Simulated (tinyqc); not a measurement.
Gain spectrum: optical gain and spontaneous emission in a bulk direct-gap semiconductor.

Parabolic bands, vertical transitions, no excitons. For each hole band j: mr = me mj/(me + mj); joint density of states J_j(E) = (mr/c)^(3/2) sqrt(E - Eg)/(2 pi^2), both spins, c = hbar^2/2m0; averaged matrix element |e.p|^2 = m0 Ep/6; alpha_j(E) = 4 pi^2 alpha_f c Ep J_j/(3 nr E) in 1/angstrom (alpha_f the fine-structure constant, listed as alpha among the constants), times 1e8 for 1/cm.

F_j(eta) = (1/Gamma(j + 1)) integral_0^infinity x^j dx/(1 + exp(x - eta)), which tends to exp(eta) for eta << 0.

Quasi-Fermi levels: n = Nc F_1/2(Fc/kT) and p = Nv F_1/2(Fv/kT), Fc counted up from the conduction edge and Fv down from the valence edge; Nc, Nv from N = 2 (m kB T/(4 pi c))^(3/2) with c = hbar^2/2m0, in 1/angstrom^3; times 1e24 for 1/cm^3, with me and (mhh^(3/2) + mlh^(3/2))^(2/3).

For band j the electron sits at Ee = (E - Eg) mr/me above its edge and the hole at Eh = (E - Eg) mr/mj; fe = 1/(1 + exp((Ee - Fc)/kT)), fh = 1/(1 + exp((Eh - Fv)/kT)); gain g = sum_j alpha_j (fe + fh - 1).

Constants: hbar^2/2m0 = 3.80998211 eV angstrom^2; fine-structure constant alpha = 0.007297352564; kB = 8.617333262e-05 eV/K.

Parameters, chosen for this exercise (near those of InP; shifted at random, so the results belong to these values and not to a real crystal): Eg = 1.384 eV (direct gap); me = 0.0765 m0 (electron mass); mhh = 0.622 m0 (heavy-hole mass); mlh = 0.0857 m0 (light-hole mass); Ep = 20.7 eV (Kane energy); nr = 3.43 (refractive index); T = 350 K; n = 1.1e+18 1/cm^3 (injected density, n = p).

At the density n.

Spectrum:
```
E - Eg (eV)  alpha, empty (1/cm)  fe, heavy  fh, heavy  g (1/cm)
0.005                       1984      0.715      0.064      -435
0.010                       2795      0.684      0.062      -693
0.020                       3925      0.617      0.060     -1215
0.030                       4773      0.545      0.058     -1789
0.045                       5784      0.435      0.055     -2747
0.060                       6610      0.331      0.053     -3773
0.080                       7528      0.215      0.049     -5135
0.100                       8303      0.132      0.046     -6383
0.130                       9280      0.059      0.041     -7948
0.170                      10339      0.019      0.036     -9517
0.220                      11395      0.004      0.030    -10910
```

Fc + Fv = -0.0485 eV

No listed energy has gain; the carriers only bleach the edge. At 0.220 eV above the gap g is -0.96 times the absorption of the empty crystal, whose limit is -1.

Run: tinyqc, `OMP_NUM_THREADS=1 python tinyqc.py 1682130 1682131 out.jsonl`; Intel(R) Xeon(R) Processor @ 2.30GHz, one thread, shared host; about 0.08 s of CPU time with all checks.
